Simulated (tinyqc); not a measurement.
Inside a calculation. Method: tight binding, honeycomb lattice. Computed by tinyqc, a small Python program that keeps every step. Settings: t1 = 1.47, t2 = 0.1, phi = 1.57, delta = 1.08, points = 7. Command: `OMP_NUM_THREADS=1 python tinyqc.py 29672 29673 out.jsonl` (the two numbers bound the seeds that draw the settings). One thread of a shared host (Intel(R) Xeon(R) Processor @ 2.60GHz), about 0.01 s of CPU time with the checks.

## Bloch Hamiltonian at k

Parameters chosen for this model:
```
parameter     value                        unit
t1         1.470000                 eV, nearest
t2         0.100000       eV, second neighbours
phi        1.570000  rad, phase of t2 (Haldane)
delta      1.080000          eV, +/- on A and B
```

k point k (fractions of the reciprocal vectors): -0.18000  -0.15000

H_AB = -t1 (1 + exp(-i k.a1) + exp(-i k.a2)); H_AA = delta - 2 t2 sum cos(k.b + phi), H_BB = -delta - 2 t2 sum cos(k.b - phi), b = a1, a2 - a1, -a2.

H(k) at k (eV):
```
                   A                  B
A            1.09800  -2.95994-2.51935i
B  -2.95994+2.51935i           -1.09863
```

## Levels at k

Diagonalise the Hermitian matrix.

eigenvalues (eV): -4.03946  4.03882

weights |c|^2 of the basis functions:
```
    band 1   band 2
A  0.36404  0.63596
B  0.63596  0.36404
```

## Bloch Hamiltonian at K

k point K (fractions of the reciprocal vectors): 0.33333  0.66667

As before.

H(k) at K (eV):
```
         A         B
A  1.59985   0.00000
B  0.00000  -1.59938
```

## Levels at K

As before.

eigenvalues (eV): -1.59938  1.59985

weights |c|^2 of the basis functions:
```
    band 1   band 2
A  0.00000  1.00000
B  1.00000  0.00000
```

## Bands along a path

The same steps at evenly spaced points between the labelled ones.

Bands along the path (eV):
```
k            band 1   band 2
G          -4.54080  4.53984
G-K 0.20   -4.29782  4.29703
G-K 0.40   -3.63381  3.63342
G-K 0.60   -2.73138  2.73144
G-K 0.80   -1.91303  1.91340
K          -1.59938  1.59985
K-M 0.20   -1.65251  1.65297
K-M 0.40   -1.75803  1.75844
K-M 0.60   -1.84752  1.84789
K-M 0.80   -1.87732  1.87765
M          -1.82393  1.82425
M-K' 0.20  -1.67741  1.67774
M-K' 0.40  -1.43825  1.43862
M-K' 0.60  -1.11961  1.12003
M-K' 0.80  -0.76666  0.76712
K'         -0.56015  0.56062
```

With 1 band(s) filled, the highest filled level on these points lies at K' and the lowest empty one at K': a gap of 1.1208 eV, direct.

## Chern number of the lower band

On a 7 x 7 mesh, the phase of the product of overlaps around each plaquette (k1 then k2); the sum over 2 pi is an integer.

plaquette phases (rad):
```
          1         2         3         4         5         6         7
1   0.00000  -0.01483  -0.05445  -0.09567   0.02870   0.03727   0.01515
2   0.01331  -0.01058  -0.05339  -0.16296  -0.10274   0.04328   0.03727
3   0.04070   0.01212  -0.04568  -0.17649  -0.29000  -0.10274   0.02870
4   0.00707   0.13719   0.07618  -0.10793  -0.17649  -0.16296  -0.09567
5  -0.05506   0.11346   1.01177   0.07618  -0.04568  -0.05339  -0.05445
6  -0.01591  -0.02264   0.11346   0.13719   0.01212  -0.01058  -0.01483
7  -0.00609  -0.01591  -0.05506   0.00707   0.04070   0.01331   0.00000
```

Chern number = 0.00000
